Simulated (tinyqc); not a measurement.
## Inductance and parasitic capacitance from two readings

Question. A loss-free coil L in parallel with C shows the apparent inductance L/(1 - w^2 L C), w = 2 pi f. Find L, C and the self-resonance 1/(2 pi sqrt(L C)).

apparent inductance at 2.1 and 4.5 GHz (nH): [3.6469991, 7.3193770]

Solution. The inverse of the reading is 1/L - w^2 C, a straight line in w^2.

L = 3.20 nH
C = 220 fF
self-resonance = 6.00 GHz

Numbers from tinyqc (`OMP_NUM_THREADS=1 python tinyqc.py 2302043 2302044 out.jsonl`; about 0.01 s on one thread of a shared Intel Xeon 2.30GHz).
